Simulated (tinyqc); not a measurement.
Inside a calculation. Method: MP2 on RHF in the sto-3g basis, frozen core, for BeH2, spin multiplicity 1. Computed by tinyqc, a small Python program that keeps every step (integrals from PySCF). Settings: charge = 0, multiplicity = 1, basis = sto-3g, method = RHF, frozen orbitals = 1, energy threshold = 1e-10, iteration cap = 60, orthogonalisation = canonical, start = atomic densities, DIIS depth = 6. Command: `OMP_NUM_THREADS=1 python tinyqc.py 24365 24366 out.jsonl` (the two numbers bound the seeds that draw the settings). One thread of a shared host (Intel(R) Xeon(R) Processor @ 2.60GHz), about 0.1 s of CPU time with the checks. The early iterations of the SCF are left out here.

## One-electron integrals

Geometry (angstrom):
```
atom,x,y,z
Be,0.00000,0.00000,0.00000
H,0.00000,1.52100,0.00000
H,0.00000,-1.48200,0.00000
```

Basis sto-3g: exponents (1/bohr^2) and contraction coefficients of normalised primitives:
```
element,l (shell),exponent,coefficient
Be,s (1),30.16787,0.15433
Be,s (1),5.49512,0.53533
Be,s (1),1.48719,0.44463
Be,s (2),1.31483,-0.09997
Be,s (2),0.30554,0.39951
Be,s (2),0.09937,0.70012
Be,p (3),1.31483,0.15592
Be,p (3),0.30554,0.60768
Be,p (3),0.09937,0.39196
H,s (1),3.42525,0.15433
H,s (1),0.62391,0.53533
H,s (1),0.16886,0.44463
```

Overlap, kinetic and nuclear-attraction integrals over the contracted functions; the nuclear repulsion is the sum of Za Zb / Rab.

nuclear repulsion = 2.9961508 hartree

overlap S:
```
,1Be 1s,1Be 2s,1Be 2px,1Be 2py,1Be 2pz,2H 1s,3H 1s
1Be 1s,1.00000,0.25952,0.00000,0.00000,0.00000,0.04668,0.05085
1Be 2s,0.25952,1.00000,0.00000,0.00000,0.00000,0.38899,0.40385
1Be 2px,0.00000,0.00000,1.00000,0.00000,0.00000,0.00000,0.00000
1Be 2py,0.00000,0.00000,0.00000,1.00000,0.00000,0.47016,-0.48282
1Be 2pz,0.00000,0.00000,0.00000,0.00000,1.00000,0.00000,0.00000
2H 1s,0.04668,0.38899,0.00000,0.47016,0.00000,1.00000,0.01815
3H 1s,0.05085,0.40385,0.00000,-0.48282,0.00000,0.01815,1.00000
```

kinetic energy T (hartree):
```
,1Be 1s,1Be 2s,1Be 2px,1Be 2py,1Be 2pz,2H 1s,3H 1s
1Be 1s,6.69397,-0.03301,0.00000,0.00000,0.00000,-0.01281,-0.01371
1Be 2s,-0.03301,0.21111,0.00000,0.00000,0.00000,0.04416,0.04900
1Be 2px,0.00000,0.00000,0.66059,0.00000,0.00000,0.00000,0.00000
1Be 2py,0.00000,0.00000,0.00000,0.66059,0.00000,0.13780,-0.14902
1Be 2pz,0.00000,0.00000,0.00000,0.00000,0.66059,0.00000,0.00000
2H 1s,-0.01281,0.04416,0.00000,0.13780,0.00000,0.76003,-0.00661
3H 1s,-0.01371,0.04900,0.00000,-0.14902,0.00000,-0.00661,0.76003
```

nuclear attraction V (hartree):
```
,1Be 1s,1Be 2s,1Be 2px,1Be 2py,1Be 2pz,2H 1s,3H 1s
1Be 1s,-15.26608,-2.08220,0.00000,0.00074,0.00000,-0.37273,-0.40628
1Be 2s,-2.08220,-2.98919,0.00000,0.00438,0.00000,-1.07778,-1.13268
1Be 2px,0.00000,0.00000,-2.90513,0.00000,0.00000,0.00000,0.00000
1Be 2py,0.00074,0.00438,0.00000,-3.10209,0.00000,-1.26958,1.32151
1Be 2pz,0.00000,0.00000,0.00000,0.00000,-2.90513,0.00000,0.00000
2H 1s,-0.37273,-1.07778,0.00000,-1.26958,0.00000,-2.78934,-0.06019
3H 1s,-0.40628,-1.13268,0.00000,1.32151,0.00000,-0.06019,-2.82486
```

core Hamiltonian H = T + V (hartree):
```
,1Be 1s,1Be 2s,1Be 2px,1Be 2py,1Be 2pz,2H 1s,3H 1s
1Be 1s,-8.57210,-2.11521,0.00000,0.00074,0.00000,-0.38554,-0.41999
1Be 2s,-2.11521,-2.77808,0.00000,0.00438,0.00000,-1.03362,-1.08368
1Be 2px,0.00000,0.00000,-2.24453,0.00000,0.00000,0.00000,0.00000
1Be 2py,0.00074,0.00438,0.00000,-2.44150,0.00000,-1.13178,1.17248
1Be 2pz,0.00000,0.00000,0.00000,0.00000,-2.24453,0.00000,0.00000
2H 1s,-0.38554,-1.03362,0.00000,-1.13178,0.00000,-2.02931,-0.06680
3H 1s,-0.41999,-1.08368,0.00000,1.17248,0.00000,-0.06680,-2.06483
```

## Two-electron integrals

Functions are numbered as in S; the eight-fold symmetry (ij|kl) = (ji|kl) = (kl|ij) leaves the list below.

Two-electron integrals (ij|kl) in chemists' order, unique and non-zero (hartree):
```
i,j,k,l,(ij|kl)
1,1,1,1,2.29883
2,1,1,1,0.39204
2,1,2,1,0.07954
2,2,1,1,0.57099
2,2,2,1,0.14304
2,2,2,2,0.41768
3,1,3,1,0.01461
3,2,3,1,0.02189
3,2,3,2,0.09226
3,3,1,1,0.56958
3,3,2,1,0.14308
3,3,2,2,0.41759
3,3,3,3,0.44986
4,1,4,1,0.01461
4,2,4,1,0.02189
4,2,4,2,0.09226
4,3,4,3,0.02425
4,4,1,1,0.56958
4,4,2,1,0.14308
4,4,2,2,0.41759
4,4,3,3,0.40136
4,4,4,4,0.44986
5,1,5,1,0.01461
5,2,5,1,0.02189
5,2,5,2,0.09226
5,3,5,3,0.02425
5,4,5,4,0.02425
5,5,1,1,0.56958
5,5,2,1,0.14308
5,5,2,2,0.41759
5,5,3,3,0.40136
5,5,4,4,0.40136
5,5,5,5,0.44986
6,1,1,1,0.06963
6,1,2,1,0.01412
6,1,2,2,0.02561
6,1,3,3,0.02543
6,1,4,1,0.00124
6,1,4,2,0.00235
6,1,4,4,0.02598
6,1,5,5,0.02543
6,1,6,1,0.00263
6,2,1,1,0.17822
6,2,2,1,0.04535
6,2,2,2,0.14549
6,2,3,3,0.13986
6,2,4,1,0.00592
6,2,4,2,0.03716
6,2,4,4,0.15661
6,2,5,5,0.13986
6,2,6,1,0.00891
6,2,6,2,0.07720
6,3,3,1,0.00404
6,3,3,2,0.01921
6,3,4,3,0.00634
6,3,6,3,0.00684
6,4,1,1,0.19474
6,4,2,1,0.05014
6,4,2,2,0.16856
6,4,3,3,0.15858
6,4,4,1,0.00956
6,4,4,2,0.05764
6,4,4,4,0.18834
6,4,5,5,0.15858
6,4,6,1,0.01026
6,4,6,2,0.10146
6,4,6,4,0.13725
6,5,5,1,0.00404
6,5,5,2,0.01921
6,5,5,4,0.00634
6,5,6,5,0.00684
6,6,1,1,0.34637
6,6,2,1,0.08968
6,6,2,2,0.32313
6,6,3,3,0.29990
6,6,4,1,0.01334
6,6,4,2,0.10940
6,6,4,4,0.36932
6,6,5,5,0.29990
6,6,6,1,0.01801
6,6,6,2,0.22035
6,6,6,4,0.30670
6,6,6,6,0.77461
7,1,1,1,0.07586
7,1,2,1,0.01538
7,1,2,2,0.02790
7,1,3,3,0.02770
7,1,4,1,-0.00136
7,1,4,2,-0.00257
7,1,4,4,0.02831
7,1,5,5,0.02770
7,1,6,1,0.00262
7,1,6,2,0.00819
7,1,6,4,0.00875
7,1,6,6,0.01604
7,1,7,1,0.00312
7,2,1,1,0.18790
7,2,2,1,0.04778
7,2,2,2,0.15250
7,2,3,3,0.14667
7,2,4,1,-0.00625
7,2,4,2,-0.03868
7,2,4,4,0.16402
7,2,5,5,0.14667
7,2,6,1,0.00792
7,2,6,2,0.04085
7,2,6,4,0.04353
7,2,6,6,0.08555
7,2,7,1,0.01022
7,2,7,2,0.08359
7,3,3,1,0.00434
7,3,3,2,0.02042
7,3,4,3,-0.00666
7,3,6,3,0.00285
7,3,7,3,0.00758
7,4,1,1,-0.20306
7,4,2,1,-0.05226
7,4,2,2,-0.17486
7,4,3,3,-0.16450
7,4,4,1,0.01013
7,4,4,2,0.06012
7,4,4,4,-0.19540
7,4,5,5,-0.16450
7,4,6,1,-0.00836
7,4,6,2,-0.04291
7,4,6,4,-0.04435
7,4,6,6,-0.08930
7,4,7,1,-0.01167
7,4,7,2,-0.10892
7,4,7,4,0.14635
7,5,5,1,0.00434
7,5,5,2,0.02042
7,5,5,4,-0.00666
7,5,6,5,0.00285
7,5,7,5,0.00758
7,6,1,1,0.01129
7,6,2,1,0.00279
7,6,2,2,0.00791
7,6,3,3,0.00780
7,6,4,1,4.97e-06
7,6,4,2,3.54e-05
7,6,4,4,0.00813
7,6,5,5,0.00780
7,6,6,1,0.00050
7,6,6,2,0.00284
7,6,6,4,0.00335
7,6,6,6,0.00650
7,6,7,1,0.00055
7,6,7,2,0.00294
7,6,7,4,-0.00342
7,6,7,6,0.00015
7,7,1,1,0.35520
7,7,2,1,0.09194
7,7,2,2,0.32912
7,7,3,3,0.30534
7,7,4,1,-0.01395
7,7,4,2,-0.11201
7,7,4,4,0.37642
7,7,5,5,0.30534
7,7,6,1,0.01507
7,7,6,2,0.08288
7,7,6,4,0.08769
7,7,6,6,0.17621
7,7,7,1,0.02016
7,7,7,2,0.23015
7,7,7,4,-0.31808
7,7,7,6,0.00650
7,7,7,7,0.77461
```

## Orthogonalisation

S = U s U^T; canonical form X = U s^(-1/2), so that X^T S X = 1. Each column of U has its largest component positive (the first on a tie).

eigenvalues of S: 0.31616  0.41463  0.95083  1.00000  1.00000  1.64782  1.67056

X:
```
,1,2,3,4,5,6,7
1Be 1s,0.02873,-0.37992,0.93092,0.00000,0.00000,0.23013,0.13089
1Be 2s,-0.11864,1.12047,-0.06337,0.00000,0.00000,0.46250,0.26657
1Be 2px,0.00000,0.00000,0.00000,0.99832,-0.05786,0.00000,0.00000
1Be 2py,1.24376,0.10027,0.00335,0.00000,0.00000,0.27862,-0.47620
1Be 2pz,0.00000,0.00000,0.00000,0.05786,0.99832,0.00000,0.00000
2H 1s,-0.81527,-0.77518,-0.30503,0.00000,0.00000,0.49966,-0.15636
3H 1s,0.96771,-0.63329,-0.29669,0.00000,0.00000,0.11273,0.50911
```

Within a degenerate level the vectors are fixed only up to a rotation; this is one choice.

## Iteration 7 (converged): orbitals

converged F (hartree):
```
,1Be 1s,1Be 2s,1Be 2px,1Be 2py,1Be 2pz,2H 1s,3H 1s
1Be 1s,-4.52582,-1.28902,0.00000,0.00005,0.00000,-0.23959,-0.26074
1Be 2s,-1.28902,-0.60407,0.00000,0.00537,0.00000,-0.35252,-0.36560
1Be 2px,0.00000,0.00000,0.21386,0.00000,0.00000,0.00000,0.00000
1Be 2py,0.00005,0.00537,0.00000,-0.17088,0.00000,-0.30904,0.31503
1Be 2pz,0.00000,0.00000,0.00000,0.00000,0.21386,0.00000,0.00000
2H 1s,-0.23959,-0.35252,0.00000,-0.30904,0.00000,-0.24645,-0.02217
3H 1s,-0.26074,-0.36560,0.00000,0.31503,0.00000,-0.02217,-0.25954
```

Diagonalise F' = X^T F X, C = X C', fill 3 alpha and 3 beta electrons from the bottom; D = 2 C_occ C_occ^T. Each column has its largest component positive (the first on a tie).

F' = X^T F X (hartree):
```
,1,2,3,4,5,6,7
1,0.75631,0.02778,-0.03481,0.00000,0.00000,0.01334,-0.04912
2,0.02778,0.28402,0.63121,0.00000,0.00000,0.22342,0.12368
3,-0.03481,0.63121,-3.56953,0.00000,0.00000,-1.42870,-0.82296
4,0.00000,0.00000,0.00000,0.21386,0.00000,0.00000,0.00000
5,0.00000,0.00000,0.00000,0.00000,0.21386,0.00000,0.00000
6,0.01334,0.22342,-1.42870,0.00000,0.00000,-1.05844,-0.39212
7,-0.04912,0.12368,-0.82296,0.00000,0.00000,-0.39212,-0.61386
```

orbital energies (hartree): MO1 -4.52920, MO2 -0.42876, MO3 -0.38716, MO4 0.21386, MO5 0.21386, MO6 0.38355, MO7 0.76007

coefficients C:
```
,MO1,MO2,MO3,MO4,MO5,MO6,MO7
1Be 1s,0.99182,-0.21389,-0.01895,0.00000,0.00000,-0.22805,0.00663
1Be 2s,0.03142,0.59133,0.05810,0.00000,0.00000,1.09629,-0.05118
1Be 2px,0.00000,0.00000,0.00000,0.62670,0.77926,0.00000,0.00000
1Be 2py,-0.00007,-0.04552,0.49533,0.00000,0.00000,0.02703,1.27014
1Be 2pz,0.00000,0.00000,0.00000,0.77926,-0.62670,0.00000,0.00000
2H 1s,-0.00374,0.35189,0.45941,0.00000,0.00000,-0.76700,-0.84234
3H 1s,-0.00367,0.42944,-0.38321,0.00000,0.00000,-0.73216,0.91110
```

D after iteration 7:
```
,1Be 1s,1Be 2s,1Be 2px,1Be 2py,1Be 2pz,2H 1s,3H 1s
1Be 1s,2.05964,-0.19283,0.00000,0.00057,0.00000,-0.17536,-0.17647
1Be 2s,-0.19283,0.70806,0.00000,0.00372,0.00000,0.46931,0.46311
1Be 2px,0.00000,0.00000,0.00000,0.00000,0.00000,0.00000,0.00000
1Be 2py,0.00057,0.00372,0.00000,0.49484,0.00000,0.42308,-0.41872
1Be 2pz,0.00000,0.00000,0.00000,0.00000,0.00000,0.00000,0.00000
2H 1s,-0.17536,0.46931,0.00000,0.42308,0.00000,0.66980,-0.04984
3H 1s,-0.17647,0.46311,0.00000,-0.41872,0.00000,-0.04984,0.66255
```

Within a degenerate level the vectors are fixed only up to a rotation; this is one choice.

## Convergence

Stop when the energy changes by less than 1e-10 hartree and every element of the error matrix X^T (F D S - S D F) X is below 3e-06.

Course of the cycle:
```
iteration,E (hartree),change,largest element of the error matrix
1,-15.3203510,-,3.17e-01
2,-15.5137133,-1.93e-01,1.22e-01
3,-15.5309639,-1.73e-02,1.89e-02
4,-15.5316896,-7.26e-04,7.17e-04
5,-15.5316903,-7.52e-07,1.54e-05
6,-15.5316903,-3.02e-10,1.35e-06
7,-15.5316903,-2.01e-12,1.66e-07
```

PySCF RHF in the same basis = -15.5316903 hartree

Converged in 7 iterations.

## Integrals over molecular orbitals

(pq|rs) = sum C_ip C_jq C_kr C_ls (ij|kl), one index at a time.

one-electron integrals over orbitals h = C^T H C (hartree):
```
,1,2,3,4,5,6,7
1,-8.56069,0.21110,0.01902,0.00000,0.00000,0.20274,-0.00484
2,0.21110,-2.34096,0.00590,0.00000,0.00000,-0.22433,0.03079
3,0.01902,0.00590,-2.28107,0.00000,0.00000,-0.03617,-0.30514
4,0.00000,0.00000,0.00000,-2.24453,0.00000,0.00000,0.00000
5,0.00000,0.00000,0.00000,0.00000,-2.24453,0.00000,0.00000
6,0.20274,-0.22433,-0.03617,0.00000,0.00000,-1.90096,-0.00241
7,-0.00484,0.03079,-0.30514,0.00000,0.00000,-0.00241,-1.85030
```

Two-electron integrals over orbitals (pq|rs), unique and non-zero (hartree); the lowest 1 orbital is frozen and left out:
```
p,q,r,s,(pq|rs)
2,2,2,2,0.38664
3,2,2,2,-0.03175
3,2,3,2,0.15491
3,3,2,2,0.38719
3,3,3,2,0.02616
3,3,3,3,0.42081
4,2,4,2,0.04757
4,3,4,2,0.00303
4,3,4,3,0.01329
4,4,2,2,0.35764
4,4,3,2,0.00007
4,4,3,3,0.34068
4,4,4,4,0.44986
5,2,5,2,0.04757
5,3,5,2,0.00303
5,3,5,3,0.01329
5,4,5,4,0.02425
5,5,2,2,0.35764
5,5,3,2,0.00007
5,5,3,3,0.34068
5,5,4,4,0.40136
5,5,5,5,0.44986
6,2,2,2,-0.01871
6,2,3,2,0.00956
6,2,3,3,-0.04062
6,2,4,4,0.06311
6,2,5,5,0.06311
6,2,6,2,0.08087
6,3,2,2,0.01640
6,3,3,2,-0.09032
6,3,3,3,-0.02087
6,3,4,4,0.00917
6,3,5,5,0.00917
6,3,6,2,0.00395
6,3,6,3,0.08668
6,4,4,2,0.04655
6,4,4,3,0.00472
6,4,6,4,0.04978
6,5,5,2,0.04655
6,5,5,3,0.00472
6,5,6,5,0.04978
6,6,2,2,0.38028
6,6,3,2,0.00596
6,6,3,3,0.39385
6,6,4,4,0.35654
6,6,5,5,0.35654
6,6,6,2,-0.02869
6,6,6,3,-0.00783
6,6,6,6,0.39835
7,2,2,2,0.00881
7,2,3,2,-0.03999
7,2,3,3,-0.00390
7,2,4,4,-0.00728
7,2,5,5,-0.00728
7,2,6,2,-0.01338
7,2,6,3,0.06080
7,2,6,6,0.00072
7,2,7,2,0.05800
7,3,2,2,-0.00059
7,3,3,2,0.00081
7,3,3,3,-0.01796
7,3,4,4,0.06715
7,3,5,5,0.06715
7,3,6,2,0.07586
7,3,6,3,0.01329
7,3,6,6,-0.02151
7,3,7,2,-0.00615
7,3,7,3,0.08500
7,4,4,2,-0.00281
7,4,4,3,0.01320
7,4,6,4,-0.00110
7,4,7,4,0.01690
7,5,5,2,-0.00281
7,5,5,3,0.01320
7,5,6,5,-0.00110
7,5,7,5,0.01690
7,6,2,2,-0.02635
7,6,3,2,0.13794
7,6,3,3,0.02630
7,6,4,4,-0.00035
7,6,5,5,-0.00035
7,6,6,2,0.00745
7,6,6,3,-0.09178
7,6,6,6,0.00754
7,6,7,2,-0.04951
7,6,7,3,-0.00078
7,6,7,6,0.13727
7,7,2,2,0.40930
7,7,3,2,-0.01032
7,7,3,3,0.42257
7,7,4,4,0.38117
7,7,5,5,0.38117
7,7,6,2,-0.02367
7,7,6,3,0.00441
7,7,6,6,0.41661
7,7,7,2,0.00498
7,7,7,3,0.00029
7,7,7,6,-0.00727
7,7,7,7,0.46359
```

## Second-order Moller-Plesset energy

Hartree-Fock energy = -15.5316903 hartree

E2 = sum_ijab (ia|jb) [2 (ia|jb) - (ib|ja)] / (e_i + e_j - e_a - e_b) over occupied i, j and virtual a, b; the opposite-spin part is (ia|jb)^2 / denominator, the rest is same-spin, and SCS-MP2 scales them by 6/5 and 1/3.

Terms:
```
i,j,a,b,(ia|jb),(ib|ja),denominator,term
3,3,6,6,0.08668,0.08668,-1.54143,-0.00487
2,2,6,6,0.08087,0.08087,-1.62463,-0.00403
3,2,7,6,0.07586,0.06080,-1.95955,-0.00352
2,3,6,7,0.07586,0.06080,-1.95955,-0.00352
3,3,7,7,0.08500,0.08500,-2.29446,-0.00315
2,2,5,5,0.04757,0.04757,-1.28524,-0.00176
2,2,4,4,0.04757,0.04757,-1.28524,-0.00176
2,3,7,6,0.06080,0.07586,-1.95955,-0.00142
3,2,6,7,0.06080,0.07586,-1.95955,-0.00142
2,2,7,7,0.05800,0.05800,-2.37767,-0.00141
3,3,5,5,0.01329,0.01329,-1.20203,-0.00015
3,3,4,4,0.01329,0.01329,-1.20203,-0.00015
3,3,7,6,0.01329,0.01329,-1.91794,-0.00009
3,3,6,7,0.01329,0.01329,-1.91794,-0.00009
2,2,7,6,-0.01338,-0.01338,-2.00115,-0.00009
2,2,6,7,-0.01338,-0.01338,-2.00115,-0.00009
3,2,7,7,-0.00615,-0.00615,-2.33607,-1.62e-05
2,3,7,7,-0.00615,-0.00615,-2.33607,-1.62e-05
2,3,6,6,0.00395,0.00395,-1.58303,-9.84e-06
3,2,6,6,0.00395,0.00395,-1.58303,-9.84e-06
3,2,5,5,0.00303,0.00303,-1.24363,-7.39e-06
3,2,4,4,0.00303,0.00303,-1.24363,-7.39e-06
2,3,5,5,0.00303,0.00303,-1.24363,-7.39e-06
2,3,4,4,0.00303,0.00303,-1.24363,-7.39e-06
```

Pair energies (hartree; pair i-j sums ij and ji):
```
pair,opposite spin,same spin
2-2,-0.00914,0
3-2,-0.00973,-0.00023
3-3,-0.00850,0
```

MP2 correlation energy = -0.0276017 hartree

SCS-MP2 correlation energy = -0.0329215 hartree

MP2 total energy = -15.5592920 hartree
